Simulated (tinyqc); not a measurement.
## Thermal resistances of a two-die stack

Inverse problem. Heat leaves through the lower die only, and the system is linear. Find the resistance R1 from the lower die to the coolant, R2 between the dies, and the rise of the upper die when both are powered.

Inputs (values chosen for the exercise):
```
symbol,value,unit,meaning
P1,28,W,power of the lower die
P2,26,W,power of the upper die
```

rises of the lower and upper die with only the lower one powered (K): 12.6  12.6
rises of the lower and upper die with only the upper one powered (K): 11.7  22.1

Solution. With only the lower die powered no heat crosses R2, so both dies rise by P1 R1; the difference in the second test is P2 R2; rises add.

R1 = 0.4500 K/W
R2 = 0.4000 K/W
rise of the upper die = 34.70 K

Numbers from tinyqc (`OMP_NUM_THREADS=1 python tinyqc.py 2162073 2162074 out.jsonl`; about 0.02 s on one thread of a shared Intel Xeon 2.30GHz).
